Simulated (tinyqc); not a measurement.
Physical sputtering: collision-cascade yield, angular dependence, faceting and resputtering in deposition. From threshold E_th back to surface binding energy U. Computed by tinyqc, a small Python program. Command: `OMP_NUM_THREADS=1 python tinyqc.py 3019367 3019368 out.jsonl sputter inv`. One thread of a shared host (Intel(R) Xeon(R) Processor @ 2.30GHz), about 0.01 s of CPU time with the checks.

Ions start collision cascades; atoms that reach the surface with more than U leave. The target is amorphous or fine-grained.

Inputs (values chosen for the exercise, modelled on xenon ions on titanium):

| quantity | value | unit |
|---|---|---|
| ion Z1 | 54 | - |
| ion mass M1 | 131.3 | u |
| target Z2 | 22 | - |
| target mass M2 | 47.9 | u |
| target density N | 56.7 | 1/nm^3 |
| fit factor Q | 0.54 | - |
| ion energy E | 280 | eV |
| current density J | 0.63 | mA/cm^2 |

Constants: e = 1.602176634e-19 C.

Method. gamma = 4 M1 M2/(M1 + M2)^2; threshold E_th = 6.7 U/gamma for M1 >= M2, else U (1 + 5.7 M1/M2)/gamma. eps = 0.03255 M2 E/(Z1 Z2 (M1 + M2) z), z = (Z1^(2/3) + Z2^(2/3))^(1/2), E in eV; s_n = 3.441 sqrt(eps) ln(eps + 2.718)/(1 + 6.355 sqrt(eps) + eps (6.882 sqrt(eps) - 1.708)); S_n = 84.78 Z1 Z2 M1 s_n/((M1 + M2) z) in eV angstrom^2; alpha = 0.249 (M2/M1)^0.56 + 0.0035 (M2/M1)^1.5 for M1 <= M2, else 0.0875 (M2/M1)^(-0.15) + 0.165 M2/M1; Y0 = 0.042 Q alpha S_n/U [1 - sqrt(E_th/E)]^2.5 (the electronic-loss factor of the full formula is dropped). Erosion rate = Y0 J/(e N); 1 cm^2 = 1e14 nm^2.

Task: A run gave the result below. Find the surface binding energy U, known to lie between 2.8 and 6.2 eV.

threshold E_th = 44.22472 eV

Result:

Each step takes the trial c = (a f_b - b f_a)/(f_b - f_a), f being the result less the target and a, b, c the logarithms of the listed values; c replaces end b, the old b replaces a if the sign of f changed, and otherwise f_a is halved.

Scan of the range:

| surface binding energy U (eV) | threshold E_th (eV) |
|---|---|
| 2.80 | 23.9469 |
| 3.20 | 27.3678 |
| 3.65 | 31.2164 |
| 4.17 | 35.6637 |
| 4.76 | 40.7097 |
| 5.43 | 46.4398 |
| 6.20 | 53.0252 |

False position (Illinois rule, in the logarithm of the input) inside the bracket:

| step | end a | end b | trial | threshold E_th (eV) |
|---|---|---|---|---|
| 1 | 4.76000 | 5.43000 | 5.16049 | 44.1348 |
| 2 | 5.43000 | 5.16049 | 5.17074 | 44.2225 |
| 3 | 5.43000 | 5.17074 | 5.17124 | 44.2268 |
| 4 | 5.17074 | 5.17124 | 5.17100 | 44.2247 |
| 5 | 5.17124 | 5.17100 | 5.17100 | 44.2247 |

Threshold E_th rises at every point of a 13-point scan of the range (every second point is shown), so one value fits; it is bracketed by 4.76 and 5.43. The scan shows a pure power law with exponent 1.0000, so scaling from any one row also gives the answer directly. Answer: surface binding energy U = 5.171 eV.

Caution: within a few times the threshold, cascades are short and these fits are rough.
